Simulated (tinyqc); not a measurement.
Inductance and parasitic capacitance from two readings.

Inverse problem. A loss-free coil L in parallel with C shows the apparent inductance L/(1 - w^2 L C), w = 2 pi f. Find L, C and the self-resonance 1/(2 pi sqrt(L C)).

apparent inductance at 3.7 and 6.6 GHz (nH): 1.4547375  2.7098819

Answer. The inverse of the reading is 1/L - w^2 C, a straight line in w^2.

L = 1.200 nH
C = 270.0 fF
self-resonance = 8.842 GHz

Numbers from tinyqc (`OMP_NUM_THREADS=1 python tinyqc.py 2302086 2302087 out.jsonl`; about 0.01 s on one thread of a shared Intel Xeon 2.30GHz).
